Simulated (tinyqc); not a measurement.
Input admittance of a MOSFET at zero drain bias: distributed channel and distributed gate: two steps of the calculation.

Source and drain grounded, strong inversion, w = 2 pi f, Cox = eps0 eox/tox. The channel is an RC line of resistance 1/(mu Cox Vo) per square fed from both ends, so one finger has the intrinsic admittance y = i w Cox L tanh(g)/g per width, g = (1/2) sqrt(i w tau), tau = L^2/(mu Vo). The vertical resistance rv/L is in series with y, the overlaps 2 i w Cov in parallel: y_t = 1/(1/y + rv/L) + 2 i w Cov. The gate strip is a line of Rsh/L per length loaded by y_t, so a finger has Y = y_t Wf tanh(k)/k, k = (Wf/sd) sqrt(y_t Rsh/L); the device has Nf Y.

Values chosen for this exercise; values of the order met in silicon radio-frequency transistors:
- eox = 3.9 (relative permittivity of the gate insulator (close to silicon dioxide))
- tox = 1.6 nm (insulator thickness)
- L = 0.72 um (channel length)
- Wf = 2.6 um (finger width)
- Nf = 1 (number of fingers)
- mu = 120 cm^2/(V s) (channel mobility)
- Vo = 0.72 V (gate overdrive)
- Rsh = 7.4 ohm/square (sheet resistance of the gate)
- rv = 11 ohm um^2 (vertical resistivity of the gate stack)
- sd = 1 (number of ends at which a finger is contacted)
- Cov = 0.27 fF/um (overlap and fringe capacitance on each side)
- f = 2.1 GHz (frequency)

Constants: eps0 = 8.8541878128e-14 F/cm where lengths are in cm. Results are converted to the units shown.

Problem 1. Low-frequency resistances and capacitance. Low-frequency limits, with c = Cox L and ct = c + 2 Cov: R_strip = Rsh Wf/(3 sd^2 L Nf), R_ch = (c/ct)^2 L/(12 mu Cox Vo Wf Nf), R_vert = (c/ct)^2 rv/(L Wf Nf), C = ct Wf Nf.

Wanted: parts; sum; C; 1/(2 pi R C).

Solution 1.

parts (ohm): strip 8.907, channel 115.6, vertical 5.488
sum = 130.0 ohm
C = 41.81 fF
1/(2 pi R C) = 29.29 GHz

The channel term is the largest, 88.9 % of the sum.

Problem 2. Admittance of the channel and stack per width. tau, g, c = Cox L, y and y_t as defined.

Find: tau; g; c; y; y_t.

Solution 2.

tau = 60.000 ps
g = 0.31458+0.31458i
c = 15.539 fF/um
y = 13.44+203.97i uS/um
y_t = 14.07+211.01i uS/um

w tau = 0.792, and Im y is 0.995 of w c.

tinyqc, about 0.01 s, one thread, Intel Xeon 2.30GHz (shared host): `OMP_NUM_THREADS=1 python tinyqc.py 2262048 2262049 out.jsonl`
